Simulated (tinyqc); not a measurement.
Slope factor and drain-induced lowering from three currents.

Problem. With source and body at 0 V, I = A exp((Vg + dd Vd)/(nf Vt)) (1 - exp(-Vd/Vt)). Find nf, the swing nf Vt ln 10 and dd.

Parameters, values chosen for the exercise:
- T = 300 K (temperature)

Constants: q = 1.602176634e-19 C, kB = 1.380649e-23 J/K, Vt = kB T/q. Results are converted to the units shown.

currents at (Vg, Vd) = (0, 0.05), (0, 1) and (0.08, 1) V (nA/um): [3.8193586e-5, 2.4997183e-4, 0.0028044317]

Solution. The pair at equal Vd gives nf; the pair at equal Vg, after dividing out the factors 1 - exp(-Vd/Vt), gives dd.

nf = 1.28
swing = 76.2 mV/decade
dd = 0.0600

Numbers from tinyqc (`OMP_NUM_THREADS=1 python tinyqc.py 2242129 2242130 out.jsonl`; about 0.04 s on one thread of a shared Intel Xeon 2.30GHz).
